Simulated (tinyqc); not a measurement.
# Worked calculation: piezoresistors in the (001) plane of a cubic crystal

Numbers from tinyqc (`OMP_NUM_THREADS=1 python tinyqc.py 2530001 2530002 out.jsonl`; about 0.01 s on one thread of a shared Intel Xeon 2.30GHz). Printed values are rounded.

Plane stress in crystal axes x = [100], y = [010]. First-order piezoresistance: d rho_xx/rho = p11 sxx + p12 syy, d rho_yy/rho = p12 sxx + p11 syy, d rho_xy/rho = p44 sxy; a resistor along d = (cos th, sin th) changes by dR/R = d.(d rho/rho).d. Changes of geometry and second-order terms are left out.

Values chosen for this exercise; coefficients close to those of lightly doped n-type silicon:
- p11 = -103 x 1e-11/Pa (piezoresistive coefficient)
- p12 = 50.6 x 1e-11/Pa (piezoresistive coefficient)
- p44 = -14.1 x 1e-11/Pa (piezoresistive coefficient)
- th = 30 deg (angle of the current from [100])
- Sx = -112 MPa (stress sxx)
- Sy = 162 MPa (stress syy)
- St = -23 MPa (shear stress sxy)
- Vb = 3.3 V (bridge supply)
- E = 180 GPa (Young's modulus along [110])

## Change of the resistivity tensor

As in the introduction.

d rho/rho (%):
```
         x         y
x  19.7332    0.3243
y   0.3243  -22.3532
```

## Resistors at th and th + 90 degrees, and the bridge

dR/R = d.(d rho/rho).d. A full bridge with two resistors of each kind in opposite arms gives Vout = Vb (a - b)/(2 + a + b), a and b the two dR/R.

dR/R at th = 9.49245 %
dR/R at th + 90 = -12.1125 %
Vout = 361.213 mV

## Longitudinal and transverse coefficients

For uniaxial stress along or across the current: pL = p11 - (A/2) sin^2(2 th), pT = p12 + (A/2) sin^2(2 th), A = p11 - p12 - p44. Gauge factor along [110]: E (p11 + p12 + p44)/2.

A = -139.5 x 1e-11/Pa
pL = -50.6875 x 1e-11/Pa
pT = -1.71250 x 1e-11/Pa
gauge factor = -59.85
